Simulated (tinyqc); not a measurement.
Inside a calculation. Model: surface potential of a MOS transistor: implicit equation and explicit approximations.

Computed by the program tinyqc: `OMP_NUM_THREADS=1 python tinyqc.py 2122186 2122187 out.jsonl`, one thread of a shared Intel Xeon 2.30GHz, about 0.01 s for the whole run. Printed values are rounded.

p-type body, charge-sheet picture, depletion and inversion only, full ionisation (an idealisation for deep acceptors), Boltzmann statistics (rough once Na exp(x - xn) passes about Nc/7). In units of Vt: xg = (Vg - Vfb)/Vt, x = psi/Vt, G = gamma/sqrt(Vt), xn = (2 phiF + Vc)/Vt. The implicit equation is (xg - x)^2 = G^2 [x - 1 + exp(x - xn)] for x above about 3. Cox = eps0 eox/tox.

Inputs (values chosen for the exercise); band and dielectric values close to those of silicon: temperature T = 300 K; band gap Eg = 1.12 eV; relative permittivity eps_r = 11.6; conduction-band density of states at T Nc = 2.83e19 cm^-3; valence-band density of states at T Nv = 2.64e19 cm^-3; relative permittivity of the gate insulator (close to silicon dioxide) eox = 3.9; insulator thickness tox = 2 nm; acceptor density Na = 5e16 cm^-3; flat-band voltage Vfb = -0.67 V; channel-body voltage Vc = 1 V; gate-body voltage Vg = 2.02 V.

Constants: q = 1.602176634e-19 C, kB = 1.380649e-23 J/K, Vt = kB T/q, eps0 = 8.8541878128e-14 F/cm where lengths are in cm. Results are converted to the units shown.

Range of the model: The electron quasi-Fermi level lies less than 2 Vt below the band edge at the surface, or above it, where degeneracy and confinement, left out, matter.

## Scales

ni = sqrt(Nc Nv) exp(-Eg/(2 Vt)), Eg in volts; phiF = Vt ln(Na/ni); gamma = sqrt(2 q eps0 eps_r Na)/Cox; VT = Vfb + Vt (xn + G sqrt(xn - 1)).

phiF = 0.397033 V
gamma = 0.0742977 V^0.5
G = 0.462092
xn = 69.3976
VT = 1.22286 V
xg = 104.054

## Explicit approximation

Depletion value a = 1 + [sqrt(G^2/4 + xg - 1) - G/2]^2; inversion value b = xn + ln[(xg - xn)^2/G^2 - xn + 1] and first guess y = min(a, b) - ln(1 + exp(-|a - b|)) if a > xn + 1, else b = y = a; one second-order correction with D = exp(y - xn), p = 2 (xg - y) + G^2 (1 + D), w = (xg - y)^2 - G^2 (y - 1 + D): z = y + 2 w/(p + sqrt(p^2 - 2 (2 - G^2 D) w)), or the Newton step z = y + w/p where the root is not real.

a = 99.4685
b = 78.0203
y = 78.0203
p = 1238.73
w = -525.152
z = 77.4294

The root of the implicit equation is x = 77.4782; y misses it by 0.54 and z by -0.049, in units of Vt.

## Starting value

x = y rounded to two decimals.

x at the start = 78.02

## Iteration 1: new x

D = exp(x - xn), f = (xg - x)^2 - G^2 (x - 1 + D), f' = -2 (xg - x) - G^2 (1 + D), x(new) = x - f/f'.

D = 5554.86
f = -524.808
f' = -1238.40
x after iteration 1 = 77.5962

## Iteration 2: new x

As before.

D = 3636.04
f = -92.7495
f' = -829.529
x after iteration 2 = 77.4844

## Course of the iteration

Stop when the step is below 1e-11, or after 60 iterations.

Course of the iteration:
```
iteration  x before the step       step
1                      78.02     -0.424
2                    77.5962     -0.112
3                    77.4844   -6.24e-3
4                    77.4782   -1.81e-5
5                    77.4782  -1.51e-10
6                    77.4782          0
```

Converged in 6 iterations.

## Potential, charges and gate control

converged x = 77.4782

psi = Vt x; N_dep = Cox Vt G sqrt(x - 1)/q; N_inv = (Cox Vt G/q) [sqrt(x - 1 + exp(x - xn)) - sqrt(x - 1)]; dpsi/dVg = 1/[1 + G^2 (1 + exp(x - xn))/(2 (xg - x))].

psi = 2.00297 V
N_dep = 1.12581e12 cm^-2
N_inv = 6.2779e12 cm^-2
dpsi/dVg = 0.0715071

psi lies 8.1 Vt above 2 phiF + Vc.
